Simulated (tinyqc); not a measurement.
Gap voltage and exponent from three temperatures.

Problem. At constant current VBE(T) = Vg0 - a T - eta (kB T/q) ln T, where a is a constant. Find Vg0, eta and dVBE/dT at the middle temperature.

Constants: q = 1.602176634e-19 C, kB = 1.380649e-23 J/K. Results are converted to the units shown.

T (K): [233, 360, 390]
VBE at a constant current (V): [0.8048844200, 0.5455007221, 0.4822866482]

Answer. The relation is linear in Vg0, a and eta, so three points give a linear system; the slope is (VBE - Vg0 - eta kB T/q)/T. eta rests on the curvature of VBE(T) alone, so real fits need accuracy of some tens of microvolts or better.

Vg0 = 1.20 V
eta = 3.10
dVBE/dT = -2.10 mV/K

Program tinyqc, `OMP_NUM_THREADS=1 python tinyqc.py 2062067 2062068 out.jsonl`; Intel Xeon 2.30GHz, shared host, one thread, about 0.02 s.
